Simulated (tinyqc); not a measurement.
Koster-Slater impurity in a tight-binding band, by Green functions and by supercells: one step, computed by the program tinyqc.

One orbital per site, e(k) = -2 t sum cos(k_i) over 2 direction(s), band from -4 t to 4 t, lattice constant 1. One site has the extra energy U. Spin is left out.

Task: Scattering. T = U/(1 - U G0); phase shift delta = -arg(1 - U G0) in (-pi, pi]; host density of states -Im G0/pi; on the impurity -Im[G0/(1 - U G0)]/pi; lifetime of a band state hbar/(-2 c Im T).

Inputs (values chosen for the exercise, for a model band): impurity potential U = -6.44 eV; impurity concentration c = 0.002 per site.

Lattice: square.

G0(E + i eta) = -0.1173357-0.6177010i 1/eV

Constants: hbar = 6.582119569e-16 eV s.

Give: T matrix; phase shift delta; host density of states; density of states on the impurity; scattering lifetime.

Result:

T matrix = -0.0991-1.6128i eV

phase shift delta = 1.5094 rad

host density of states = 0.19662 1/eV

density of states on the impurity = 0.012378 1/eV

scattering lifetime = 102.03 fs

The Born approximation would take Im T = U^2 Im G0 = -25.6 eV, 15.9 times the full value.
